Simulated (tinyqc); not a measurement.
Velocity against field: two-valley model of the transferred-electron effect. Computed by tinyqc, a small Python program. Command: `OMP_NUM_THREADS=1 python tinyqc.py 3010005 3010006 out.jsonl gunn walk`. One thread of a shared host (Intel(R) Xeon(R) Processor @ 2.30GHz), about 0.01 s of CPU time with the checks.

Both kinds of valley share one electron temperature T_e, and each has a constant mobility.

Inputs (values chosen for the exercise, modelled on In0.53Ga0.47As):
```
quantity                       value        unit
central-valley mass m1         0.041         m_0
satellite-valley mass m2        0.25         m_0
satellite valleys Z                4           -
valley separation dE            0.58          eV
central-valley mobility mu1    10000  cm^2/(V s)
satellite-valley mobility mu2    180  cm^2/(V s)
energy relaxation time tau_E     1.2          ps
lattice temperature T            500           K
electric field F                 8.8       kV/cm
```

Solver: bisection.

Constants: k_B = 8.617333262e-05 eV/K.

Method. Density-of-states ratio R = Z (m2/m1)^(3/2); n2/n1 = R exp(-dE/(k_B T_e)); mean mobility mu = (mu1 + mu2 n2/n1)/(1 + n2/n1); energy balance e mu F^2 = (3/2) k_B (T_e - T)/tau_E; v = mu F.

low-field mobility = 9999.16 cm^2/(V s)

R = 60.2274

The curve:
```
F (kV/cm)  T_e (K)  share in the satellites (%)  v (1e7 cm/s)  low-field line (1e7 cm/s)
0.88           572                   4.6566e-02        0.8796                      0.880
2.20           931                   4.1797e+00        2.1097                      2.200
4.40          1537                   4.3053e+01        2.5398                      4.400
6.20          1877                   6.2537e+01        2.3925                      6.199
8.80          2300                   7.6340e+01        2.2030                      8.799
12.00         2791                   8.4380e+01        2.0567                     11.999
18.00         3738                   9.0869e+01        1.9380                     17.998
26.00         5173                   9.4251e+01        1.9358                     25.998
44.00         9495                   9.6737e+01        2.2020                     43.996
88.00        28035                   9.7933e+01        3.3705                     87.993
```

What does the comparison show, and why?

v falls between 4.4 and 26 kV/cm, while the share in the slow valleys goes from 43 to 94 %: transfer outruns the rise of the field. With constant mobilities n2/n1 tends to R and v ends on the line (mu1 + R mu2) F/(1 + R), a mobility of 340; real satellites saturate instead. Rows with T_e above 3000 K lie outside the range of a Maxwellian in parabolic valleys.

Extremes, crossings and ranges named in words are read from the listed rows.
